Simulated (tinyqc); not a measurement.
# Minority-electron transport through the base of a bipolar transistor (Moll-Ross and Kroemer integrals), step by step

A worked calculation. Computed by tinyqc, a small Python program that keeps every step. Command: `OMP_NUM_THREADS=1 python tinyqc.py 3001138 3001139 out.jsonl base walk`. One thread of a shared host (Intel(R) Xeon(R) Processor @ 2.30GHz), about 0.01 s of CPU time with the checks. Intermediate numbers are printed to about 6 digits and carried at full precision; extremes and crossings named in words are read from the listed rows.

Low injection, one dimension, x from the emitter edge (0) to the collector edge (W), s = x/W. Recombination is treated as a small correction (valid for tau_B well below tau_n), computed from the stored charge.

Inputs (values chosen for the exercise, modelled on SiGe):
```
quantity,value,unit
intrinsic density n_i at the emitter edge,8.2e+10,1/cm^3
base doping at the emitter edge N_0,1.9e+18,1/cm^3
base width W,36,nm
mu_min,120,cm^2/(V s)
mu_max,1100,cm^2/(V s)
N_ref,1e+17,1/cm^3
saturation velocity v_s,0.83,1e7 cm/s
electron lifetime tau_n,0.2,ns
emitter Gummel number G_E,4.8e+13,s/cm^4
base-emitter voltage V_BE,0.71,V
temperature T,300,K
gap narrowing across the base dE_g,33,meV
```

Base doping profile: uniform. Gap grading: linear. Exit of the base: saturation velocity.

Constants: k_B = 8.617333262e-05 eV/K; e = 1.602176634e-19 C.

## Profile and built-in field

N(x) = N_0; n_i(x)^2 = n_i^2 exp(s dE_g/k_B T); D(x) = (k_B T/e) mu, mu = mu_min + (mu_max - mu_min)/(1 + (N/N_ref)^0.7). Field that drives electrons towards the collector, averaged over the base: (k_B T/e) ln[N_0 n_i(W)^2/(N(W) n_i^2)]/W.

Across the base:
```
s,N (1/cm^3),n_i(x)^2/n_i^2,D (cm^2/s),y (s/cm^5)
0.0,1.90e+18,1.00000,5.96344,3.18608e+17
0.2,1.90e+18,1.29085,5.96344,2.46821e+17
0.4,1.90e+18,1.66629,5.96344,1.91208e+17
0.6,1.90e+18,2.15093,5.96344,1.48126e+17
0.8,1.90e+18,2.77652,5.96344,1.14751e+17
1.0,1.90e+18,3.58406,5.96344,8.88958e+16
```

drift factor eta (potential drop in k_B T/e) = 1.27650

mean built-in field = 9.16667 kV/cm

## Collector current and transit time

With y(x) = N n_i^2/(D n_i(x)^2): base Gummel number G_B = int_0^W y dx + N(W) n_i^2/(v_s n_i(W)^2); J_C = e n_i^2 exp(e V_BE/k_B T)/G_B; n(x) = (J_C/e)(n_i(x)^2/(N n_i^2)) [int_x^W y dx + the same exit term]; transit time tau_B = (e/J_C) int n dx; trapezoid rule on 401 even points.

base Gummel number G_B = 7.11710e+11 s/cm^4

collector current density J_C = 1280.89 A/cm^2

base transit time tau_B = 0.985882 ps

share of the exit term in G_B = 8.97423 %

mean velocity W/tau_B = 0.365155 1e7 cm/s

Plain diffusion with the D of the emitter edge would take W^2/(2D) = 1.09 ps, 1.10 times the result.

## Gain and speed

Emitter-limited gain beta_E = G_E/G_B; recombination-limited gain beta_R = tau_n/tau_B; 1/beta = 1/beta_E + 1/beta_R; f_T from the base alone = 1/(2 pi tau_B).

beta_E = 67.4432

beta_R = 202.864

current gain beta = 50.6157

f_T from the base alone = 161.434 GHz

The gain is limited mainly by hole injection into the emitter (75 % of the base current).

## What grading buys

The formulas are those given above.

The same base with other gradings:
```
dE_g (meV),dE_g/k_B T,G_B (s/cm^4),J_C gain,tau_B (ps),speed gain
0,0.0000,1.37590e+12,1.0000,1.52036,1.00000
25,0.9670,8.22160e+11,1.6735,1.08496,1.40130
50,1.9341,5.40404e+11,2.5461,0.81850,1.85748
75,2.9011,3.86213e+11,3.5626,0.64637,2.35213
100,3.8682,2.95109e+11,4.6624,0.52941,2.87181
150,5.8023,1.97778e+11,6.9568,0.38473,3.95179
200,7.7363,1.48300e+11,9.2779,0.30067,5.05662
300,11.6045,9.88480e+10,13.9194,0.20853,7.29093
```

At 100 meV J_C rises by a factor 4.66 and the transit is 2.87 times faster; at 300 meV the factors are 13.92 and 7.29. For a uniform base without exit term both tend to be linear in dE_g/k_B T, J_C as x/(1 - exp(-x)) and the speed as x/2. From 150 meV on the mean velocity W/tau_B exceeds v_s, so those speed gains are overstated.

Checks made by the program: transit time against W^2/(D eta) [1 - (1 - exp(-eta))/eta] plus the exit term (relative difference 2e-08).
